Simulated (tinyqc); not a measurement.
Matthiessen's rule against the full average: mobility of a non-polar semiconductor in the relaxation-time approximation. Computed by tinyqc, a small Python program. Command: `OMP_NUM_THREADS=1 python tinyqc.py 3008798 3008799 out.jsonl rta walk`. One thread of a shared host (Intel(R) Xeon(R) Processor @ 2.30GHz), about 0.01 s of CPU time with the checks.

Each valley is treated as a sphere of mass m_d for states and rates, with one isotropic relaxation time; the conductivity mass m_c sets the current.

Inputs (values chosen for the exercise, modelled on holes in silicon): longitudinal mass m_l = 0.512 m_0; transverse mass m_t = 0.512 m_0; equivalent valleys Z = 1; non-parabolicity alpha = 0.33 1/eV; static permittivity eps_s = 11.7; density rho = 2329 kg/m^3; sound velocity v_l = 8810 m/s; acoustic deformation potential D_A = 5.3 eV; phonon energy hbar w = 63.7 meV; optical or intervalley deformation potential D_o = 8.4 1e8 eV/cm; final valleys Z_f = 1; carrier density n = 1.9e+17 1/cm^3; compensation ratio C = 0; temperature T = 400 K; alloy fraction x = 0.25; alloy potential U = 1.3 eV; lattice constant a = 5.5 angstrom.

Band: Kane. Impurity formula: Conwell-Weisskopf. Further scattering: alloy.

Constants: k_B = 8.617333262e-05 eV/K; m_0 = 9.1093837015e-31 kg; e = 1.602176634e-19 C; hbar = 1.054571817e-34 J s; eps_0 = 8.8541878128e-12 F/m; k_B = 1.380649e-23 J/K; hbar = 6.582119569e-16 eV s.

Method:
- m_d = (m_l m_t^2)^(1/3); 1/m_c = (1/m_l + 2/m_t)/3; Hall mass factor A = 3 K_m (K_m + 2)/(2 K_m + 1)^2, K_m = m_l/m_t; N_I = n (1 + C)/(1 - C).
- Kane band: hbar^2 k^2/(2 m) = E (1 + alpha E), speed v = hbar k/(m (1 + 2 alpha E)), states per spin, volume and energy g(E) = m k (1 + 2 alpha E)/(2 pi^2 hbar^2); overlap factors are set to 1. Here m = m_d. Masses are multiplied by m_0 and all formulas are in SI units.
- The reduced Fermi level eta = E_F/(k_B T) solves n = 2 Z int g f dE with f = 1/(1 + exp(x - eta)) (Z = 1 unless valleys are given); screening length L_s = sqrt(eps_s eps_0 k_B T/(e^2 dn/deta)), dn/deta = 2 Z int g f (1 - f) dE.
- Integrals over x = E/(k_B T) use 160 Gauss-Legendre points in u = sqrt(x) from 0 to sqrt(max(eta, 0) + 32).
- Phonon occupation N_q = 1/(exp(hbar w/(k_B T)) - 1).
- Acoustic deformation potential (elastic, equipartition, absorption and emission together): 1/tau = 2 pi k_B T D_A^2 g(E)/(hbar rho v_l^2).
- Optical or intervalley deformation potential: 1/tau = (pi Z_f D_o^2/(rho w)) [N_q g(E + hbar w) + (N_q + 1) g(E - hbar w)], with g = 0 below the band edge.
- Each optical term is multiplied by (1 - f(E'))/(1 - f(E)), E' the final energy, for Pauli blocking.
- Singly charged impurities, momentum relaxation: 1/tau = N_I e^4 m (1 + 2 alpha E) Phi/(8 pi (eps_s eps_0)^2 hbar^3 k^3), with alpha = 0 for a parabolic band.
- Conwell-Weisskopf: Phi = ln(1 + y^2), y = 4 pi eps_s eps_0 E N_I^(-1/3)/e^2 (largest impact parameter N_I^(-1/3)/2).
- Alloy disorder: 1/tau = (2 pi/hbar) Omega x (1 - x) U^2 g(E), Omega = a^3/4 (other conventions for Omega rescale U).
- mu = (m_d/m_c) (2 Z e/(3 n k_B T)) int g v^2 tau f (1 - f) dE.
- Averages over x are split at the emission threshold x_0 = hbar w/(k_B T): 64 Gauss-Legendre points in sqrt(x) below it and 128 in sqrt(x - x_0) above it, up to x = max(eta, 0) + 32.
- Rates are added at each energy before the average. With <y> = int g v^2 y f (1 - f) dE: Hall factor r_H = A (3 n k_B T/(2 Z m_d)) <tau^2/(1 + 2 alpha E)>/<tau>^2 (alpha = 0 for a parabolic band); Hall mobility r_H mu; |S| = (k_B/e) (<x tau>/<tau> - eta); resistivity 1/(n e mu).
- Matthiessen's rule adds 1/mu of the separate processes.

acoustic mobility = 1220.91 cm^2/(V s)

optical mobility = 1373.24 cm^2/(V s)

ionised impurity mobility = 4513.06 cm^2/(V s)

alloy mobility = 79.4952 cm^2/(V s)

drift mobility mu = 66.6046 cm^2/(V s)

Separate mobilities:
```
process           mu (cm^2/(V s))  share of the sum of 1/mu (%)
acoustic                   1220.9                         5.708
optical                    1373.2                         5.075
ionised impurity           4513.1                         1.544
alloy                        79.5                        87.672
```

mobility by Matthiessen's rule = 69.695 cm^2/(V s)

excess of Matthiessen's rule over the full mu = 4.6400 %

The rule gives 69.70 against the full 66.60, 4.6 % too high; it can only overestimate, since each separate average is carried by the energies where that process is weak. One process, alloy, holds 88 % of the resistance, so the error is small.

Extremes, crossings and ranges named in words are read from the listed rows.
